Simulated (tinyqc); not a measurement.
## Donor binding, ionisation and the Mott limit: ionisation against doping

Hydrogenic donor: Ry = (m0 q^3/(8 eps0^2 h^2)) me/eps_r^2 in eV, E0 = cc Ry, radius a = q/(8 pi eps0 eps_r E0), Mott density Nm = (0.26/a)^3. Below Nm the level sinks as Ed = E0 [1 - (N/Nm)^(1/3)]. Neutrality: Nc F12(eta) = N/(1 + 2 exp(eta + Ed/kB T)), F12(x) = (2/sqrt(pi)) int_0^infinity sqrt(u)/(1 + exp(u - x)) du.

The neutrality equation is solved with F12 in each row.

Values chosen for this exercise; band and dielectric values close to those of germanium: temperature T = 200 K; relative permittivity eps_r = 16.2; mass in the hydrogenic formula, set independently of Nc me = 0.12 m0; conduction-band density of states at 200 K Nc = 5.77e18 cm^-3; ratio of the true binding energy to the hydrogenic one cc = 1.

Constants: q = 1.602176634e-19 C, kB = 1.380649e-23 J/K, eps0 = 8.8541878128e-12 F/m, h = 6.62607015e-34 J s, m0 = 9.1093837015e-31 kg, Vt = kB T/q. Results are converted to the units shown.

Ionisation against doping:

| N (cm^-3) | N/Nm | Ed (meV) | ionised (%) | ionised with Ed = E0 (%) |
|---|---|---|---|---|
| 2e13 | 4.1487e-4 | 5.7572 | 99.999 | 99.999 |
| 5.1e13 | 0.0010579 | 5.5873 | 99.998 | 99.997 |
| 1.3e14 | 0.0026967 | 5.3552 | 99.994 | 99.994 |
| 3.2e14 | 0.0066380 | 5.0520 | 99.985 | 99.984 |
| 8.1e14 | 0.016802 | 4.6278 | 99.963 | 99.960 |
| 2e15 | 0.041487 | 4.0675 | 99.912 | 99.901 |
| 5.1e15 | 0.10579 | 3.2788 | 99.787 | 99.748 |
| 1.3e16 | 0.26967 | 2.2019 | 99.493 | 99.361 |
| 3.2e16 | 0.66380 | 0.79429 | 98.863 | 98.454 |

The ionised share falls from 100 to 98.9 %, against 100 to 98.5 % for a fixed level: a higher density raises EF against the level, which fills more donors, while the sinking Ed works the other way.

Range of the model: A sharp level with degeneracy 2 overstates freeze-out near Nm, where the impurity band broadens and merges with the conduction band.

Program tinyqc, `OMP_NUM_THREADS=1 python tinyqc.py 2330004 2330005 out.jsonl`; Intel Xeon 2.30GHz, shared host, one thread, about 0.02 s.
